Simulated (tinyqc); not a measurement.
# Microkinetic model of low-temperature epitaxy from hydride gases: adsorption, hydrogen desorption and rate control, step by step

A worked calculation. Computed by tinyqc, a small Python program that keeps every step. Command: `OMP_NUM_THREADS=1 python tinyqc.py 3031507 3031508 out.jsonl hepi walk`. One thread of a shared host (Intel(R) Xeon(R) Processor @ 2.30GHz), about 0.01 s of CPU time with the checks. Intermediate numbers are printed to about 6 digits and carried at full precision; extremes and crossings named in words are read from the listed rows.

Each hydride molecule needs two free sites and leaves four hydrogen atoms, of which two leave at once as H2; theta is the hydrogen coverage, the site density is 6.78 per nm^2 and one layer is 1.358 angstrom thick.

Inputs (values chosen for the exercise, close to those used for silane and germane on Si(001)):
```
quantity                                           value  unit
silane pressure p_S                                0.024    Pa
sticking prefactor of silane s0                     0.03     -
adsorption barrier E_s                              0.34    eV
desorption prefactor nu_d                        6.2e+12   1/s
desorption energy on silicon E_d                    2.05    eV
hydrogen carrier pressure p_H                       3600    Pa
sticking of hydrogen s_H                           3e-07     -
temperature T                                        690     C
germane pressure p_G                              0.0026    Pa
sticking ratio of germane to silane r_G              2.2     -
lowering of E_d per unit germanium fraction, dE     0.45    eV
```

Film: silicon-germanium. Order of hydrogen desorption: first.

Constants: k_B = 8.617333262e-05 eV/K; u = 1.6605390666e-27 kg; k_B = 1.380649e-23 J/K.

## Rate constants

Flux per site F = p/(sqrt(2 pi M k_B T) x 6.78e18 per m^2), M = 32.12 u (silane), 76.63 u (germane), 2.016 u (hydrogen); s = s0 exp(-E_s/(k_B T)); k_S = s F_S, k_G = r_G s F_G; germanium fraction x = k_G/(k_S + k_G); k = k_S + k_G; k_H = s_H F_H; k_d = nu_d exp(-(E_d - dE x)/(k_B T)). Temperatures in kelvin are T(C) + 273.15.

k = 0.0305385 1/s

germanium fraction x = 0.133676

k_H = 9.52458 1/s

k_d = 240.063 1/s

## Coverage and growth rate

With k the hydride and k_H the hydrogen adsorption rate on free pairs and k_d the desorption rate, steady state: 2 (k + k_H)(1 - theta)^2 = k_d theta; growth rate R = k (1 - theta)^2 layers/s; 1 layer/s = 8.148 nm/min. With c = 2 (k + k_H)/k_d the free share is 1 - theta = 2/(1 + sqrt(1 + 4c)).

c = 0.0796050

hydrogen coverage theta = 0.0689987

growth rate R in layers = 0.0264697 layers/s

growth rate G = 0.215675 nm/min

The surface is mostly bare: the arrival of hydride limits growth.

## Degrees of rate control

X_i = d ln R/d ln k_i at fixed other constants. With f = 1 - theta and a = 2/f + 1/theta: d ln f/d ln k_d = 1/(a f), so X_d = 2/(a f), X_k = 1 - X_d k/(k + k_H), X_H = -X_d k_H/(k + k_H); they sum to 1.

X_d (desorption) = 0.129090

X_k (hydride adsorption) = 0.999587

X_H (hydrogen adsorption) = -0.128678

## Two regimes over temperature

Limits: desorption-limited R = k_d k/(2 (k + k_H)), adsorption-limited R = k.

Growth:
```
T (C)        theta   G (nm/min)  desorption limit (nm/min)  adsorption limit (nm/min)
400    9.81619e-01  1.72179e-05                1.75403e-05                   0.050961
450    9.40059e-01  2.64930e-04                2.81823e-04                   0.073737
500    8.38391e-01  2.65056e-03                3.16148e-03                   0.101486
550    6.43753e-01  1.70186e-02                2.64366e-02                   0.134098
600    3.79996e-01  6.58585e-02                1.73314e-01                   0.171326
650    1.61477e-01  1.49642e-01                9.26708e-01                   0.212825
700    5.52574e-02  2.30444e-01                4.17036e+00                   0.258189
750    1.82640e-02  2.95866e-01                1.61995e+01                   0.306977
800    6.38789e-03  3.54168e-01                5.54436e+01                   0.358736
850    2.41712e-03  4.11024e-01                1.70047e+02                   0.413018
```

The apparent activation energy of G is 2.29 eV between the first rows and 0.31 eV between the last; full hydrogen cover gives a value near the desorption energy (plus E_s where k_H far exceeds k), a bare surface one near E_s less k_B T/2 from the flux. The coverage passes one half between 550 and 600 C, the knee of the Arrhenius plot.

Checks made by the program: steady coverage against time integration of d theta/dt (relative difference below 1e-10); degree of control against a finite difference (relative difference 8e-10).
